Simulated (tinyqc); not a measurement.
Off-state leakage of single and stacked transistors: course of the iteration.

n-channel devices of unit width. Subthreshold current I(Vg, Vs, Vd) = I0 (T/300 K)^0.5 exp[(Vg - Vs - VT(T) - gb (Vs - Vb) + dd (Vd - Vs))/(nf Vt)] (1 - exp(-(Vd - Vs)/Vt)), VT(T) = VT - cT (T - 300 K). Gate-edge tunnelling Ig (Vd/1 V) exp(ag (Vd - 1 V)), for a gate at 0 V, and band-to-band leakage Ab u exp(-Bb/u), u = Vd - Vb + 1 V, flow at a drain held at V; both are taken as independent of T. In a stack of off transistors (all gates at 0 V) the same subthreshold current passes through each.

Start: Vx = dd V/(1 + gb + 2 dd), the solution for Vx well above Vt, rounded to three decimals.

Stack of two, Vx the node between them: I_low = I(0, 0, Vx), I_up = I(0, Vx, V), f = ln(I_up/I_low), f' = -(1 + gb + 2 dd)/(nf Vt) - 1/(Vt (exp(Vx/Vt) - 1)) - 1/(Vt (exp((V - Vx)/Vt) - 1)), Vx(new) = Vx - f/f'.

Stop when the step is below 1e-11 V, or after 40 iterations.

Values chosen for this exercise; values of the order met in bulk silicon logic transistors: temperature T = 378 K; supply voltage V = 1.1 V; threshold at 300 K, zero drain and body bias VT = 0.33 V; fall of the threshold with temperature cT = 0.5 mV/K; current at threshold at 300 K I0 = 0.21 uA/um; slope factor nf = 1.44; drain-induced lowering per volt dd = 0.12; rise of the threshold per volt of source-body bias gb = 0.18; body voltage Vb = 0 V.

Constants: q = 1.602176634e-19 C, kB = 1.380649e-23 J/K, Vt = kB T/q. Results are converted to the units shown.

Course of the iteration:

| iteration | Vx before the step (V) | step (V) |
|---|---|---|
| 1 | 0.093 | 1.80e-3 |
| 2 | 0.0948040 | 3.04e-6 |
| 3 | 0.0948070 | 8.27e-12 |

Did this iteration meet its convergence test, and what does its course show?

Yes. Converged in 3 iterations. The subthreshold current of the stack is 0.5743 nA/um, 13.8 times less than that of one transistor (the drain leakage is unchanged); the estimate exp[dd V (1 + gb + dd)/((1 + gb + 2 dd) nf Vt)] gives 13.1.

Numbers from tinyqc (`OMP_NUM_THREADS=1 python tinyqc.py 2242132 2242133 out.jsonl`; about 0.03 s on one thread of a shared Intel Xeon 2.30GHz).
